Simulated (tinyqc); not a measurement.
## Resistance of a source-drain extension with a graded tip: abruptness at a fixed junction position

y runs along the channel, the gate covers y > 0. The doping is N0 for y < y0 and N0 10^(-(y - y0)/la) beyond, uniform over the depth xj. Sheet conductance s(y) = q mu(N) max(N - Nch, 0) xj + (for y > 0) ma Cox Vo, with mu(N) = u0 + (u1 - u0)/(1 + (N/Nr)^au) and Cox = eps0 eox/tox. Current is taken as one-dimensional; depletion of the tip, spreading and the contact are left out. The metallurgical junction lies at yj, where N = Nch.

R_spacer = integral of dy/s from -Ls to 0, R_ov from 0 to yj, R_channel = (Lg - 2 yj)/(ma Cox Vo), R_total = 2 R_spacer + 2 R_ov + R_channel. Electrical length L_eff = ma Cox dR_total/d(1/Vo); R_series = R_total - L_eff/(ma Cox Vo). y0 is moved with la so that yj stays at 12.573 nm.

Parameters, values chosen for the exercise; mobility law close to that of electrons in silicon: relative permittivity of the gate insulator (close to aluminium oxide) eox = 9.17; insulator thickness tox = 8.2 nm; active doping of the extension far from the gate N0 = 1.7e20 cm^-3; depth of the extension xj = 17 nm; channel doping Nch = 8e17 cm^-3; spacer length Ls = 9 nm; gate overdrive Vo = 0.66 V; mobility of the gate-induced layer ma = 130 cm^2/(V s); mobility at low doping u1 = 1414 cm^2/(V s); mobility at high doping u0 = 68.5 cm^2/(V s); reference doping Nr = 9.2e16 cm^-3; exponent au = 0.711; gate length Lg = 40 nm.

Constants: q = 1.602176634e-19 C, eps0 = 8.8541878128e-14 F/cm where lengths are in cm. Results are converted to the units shown.

The same in every row: yj (nm) = 12.57; R_channel (ohm um) = 174.8.

Result of one run:

| la (nm/decade) | R_spacer (ohm um) | R_ov (ohm um) | R_total (ohm um) | L_eff (nm) | R_series (ohm um) |
|---|---|---|---|---|---|
| 2.1 | 2.608 | 18.92 | 217.9 | 16.32 | 25.79 |

What becomes of these results when the lateral abruptness la is changed from 2.1 to 8.5 nm/decade, all else the same?

Result of the changed run:

| la (nm/decade) | R_spacer (ohm um) | R_ov (ohm um) | R_total (ohm um) | L_eff (nm) | R_series (ohm um) |
|---|---|---|---|---|---|
| 8.5 | 6.314 | 62.42 | 312.3 | 20.69 | 68.84 |

The whole series:

| la (nm/decade) | R_spacer (ohm um) | R_ov (ohm um) | R_total (ohm um) | L_eff (nm) | R_series (ohm um) |
|---|---|---|---|---|---|
| 1 | 2.608 | 10.87 | 201.8 | 15.56 | 18.65 |
| 2.1 | 2.608 | 18.92 | 217.9 | 16.32 | 25.79 |
| 3.1 | 2.608 | 26.23 | 232.5 | 17.01 | 32.28 |
| 4.2 | 2.608 | 34.28 | 248.6 | 17.77 | 39.42 |
| 5.3 | 2.608 | 42.33 | 264.7 | 18.53 | 46.56 |
| 6.4 | 2.955 | 50.05 | 280.8 | 19.29 | 53.78 |
| 7.4 | 4.087 | 56.33 | 295.7 | 19.97 | 60.66 |
| 8.5 | 6.314 | 62.42 | 312.3 | 20.69 | 68.84 |

As la goes from 1 to 8.5 nm/decade, R_total rises from 202 to 312 ohm um, R_spacer rises from 2.61 to 6.31 ohm um and R_ov rises from 10.9 to 62.4 ohm um. R_total changes on average by 14.7 ohm um for each nm/decade. L_eff exceeds the metallurgical length by 0.706 nm in the first row and 5.83 nm in the last, since the gate also controls the lightly doped tips.

Computed by the program tinyqc: `OMP_NUM_THREADS=1 python tinyqc.py 2282230 2282231 out.jsonl`, one thread of a shared Intel Xeon 2.30GHz, about 0.04 s for the whole run.
